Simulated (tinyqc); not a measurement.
From results back to parameters: Koster-Slater impurity in an sp3s* host.

Problem. In the Koster-Slater model a defect shifts the s level of its site by Vs and the p levels by Vp; an A1 level solves 1/Vs = G_s(E) and a T2 level 1/Vp = G_p(E), E from the top of the valence band. A defect has an A1 level at E = 0.5882 eV, one of the energies of the table, and a T2 level at 1.7645 eV.

G(E) of the host (1/eV):

| E (eV) | G_s | G_p |
|---|---|---|
| 0.0000 | 0.0431395 | 0.2823613 |
| 0.2941 | 0.0338745 | 0.1960144 |
| 0.5882 | 0.0234089 | 0.1496417 |
| 0.8822 | 0.0108487 | 0.1154851 |
| 1.1763 | -0.0053174 | 0.0867859 |
| 1.4704 | -0.0281276 | 0.0600499 |
| 1.7645 | -0.0651282 | 0.0320727 |
| 2.0585 | -0.1435949 | -0.0028462 |
| 2.3526 | -0.6350623 | -0.0779398 |

Find: Vs, Vp.

Solution. Read G_s and G_p at the two energies and invert them. Vs is repulsive and pushes its level up from the valence bands. Vp is repulsive and pushes its level up from the valence bands.

Vs, Vp (eV): 42.7  31.2

tinyqc: `OMP_NUM_THREADS=1 python tinyqc.py 1481139 1481140 out.jsonl`; about 0.08 s, one thread, shared Intel(R) Xeon(R) Processor @ 2.30GHz.
